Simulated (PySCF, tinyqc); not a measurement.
Inside a calculation. Method: FCI on RHF in the sto-6g basis, for H4, spin multiplicity 1. The lowest restricted solution is unstable here: a spin-polarised one lies 0.0100 hartree lower (PySCF). One step of it, computed by the program tinyqc.

Problem. FCI: roots. Diagonalise (each vector has its largest component positive (the first on a tie)); all determinants have Ms = 0, so triplets appear too. The lowest singlet root is the correlation energy.

Occupation strings over the orbitals (2 doubly, a alpha, b beta, 0 empty; spin orbitals ordered 1a 1b 2a 2b ...): 2200 aabb 2020 abab 2002 abba baab 0220 baba 0202 bbaa 0022

H - E(HF) between determinants (hartree), lower triangle:
```
           2200       aabb       2020       abab       2002       abba       baab       0220
2200   0.000000
aabb  -0.048980   1.330804
2020   0.076001   0.076187   0.348330
abab  -0.076187  -0.076001   0.068128   1.373073
2002   0.137220  -0.125168   0.158386   0.144315   1.635057
abba   0.125168  -0.137220  -0.144315  -0.158386  -0.019147   1.485434
baab   0.125168  -0.127590  -0.144315  -0.148693  -0.019147   0.000000   1.485434
0220   0.127590  -0.125168   0.148693   0.144315   0.000000  -0.019147  -0.019147   1.344147
baba  -0.076187  -0.076448   0.068128   0.000000   0.144315  -0.148693  -0.158386   0.144315
0202   0.076448   0.076187   0.000000   0.068128   0.148693  -0.144315  -0.144315   0.158386
bbaa  -0.048980   0.000000   0.076187  -0.076448  -0.125168  -0.127590  -0.137220  -0.125168
0022   0.000000  -0.048980   0.076448  -0.076187   0.127590   0.125168   0.125168   0.137220

           baba      0202       bbaa      0022
baba   1.373073
0202   0.068128  2.483145
bbaa  -0.076001  0.076187   1.330804
0022  -0.076187  0.076001  -0.048980  2.760298
```

Give: lowest roots of this matrix, relative to E(HF); lowest vectors; <S^2> of these roots; weight of the ground state by excitation level 0, 1, 2, ....

Solution.

lowest roots of this matrix, relative to E(HF) (hartree): -0.074  0.276  0.914  1.107  1.330  1.372  1.487  1.491

lowest vectors:
```
      root 1  root 2  root 3  root 4
2200   0.958   0.208   0.000   0.139
aabb   0.026  -0.080   0.408   0.309
2020  -0.216   0.938   0.000   0.191
abab   0.061   0.005   0.408  -0.326
2002  -0.064  -0.145   0.000   0.287
abba  -0.087   0.075   0.408   0.017
baab  -0.087   0.075   0.408   0.017
0220  -0.072  -0.174   0.000   0.661
baba   0.061   0.005   0.408  -0.326
0202  -0.036   0.031   0.000  -0.108
bbaa   0.026  -0.080   0.408   0.309
0022   0.025  -0.023   0.000  -0.095
```

<S^2> of these roots: 0.000  0.000  6.000  0.000  2.000  2.000  2.000  0.000

weight of the ground state by excitation level 0, 1, 2, ...: 0.918  0.000  0.082  0.000  0.001
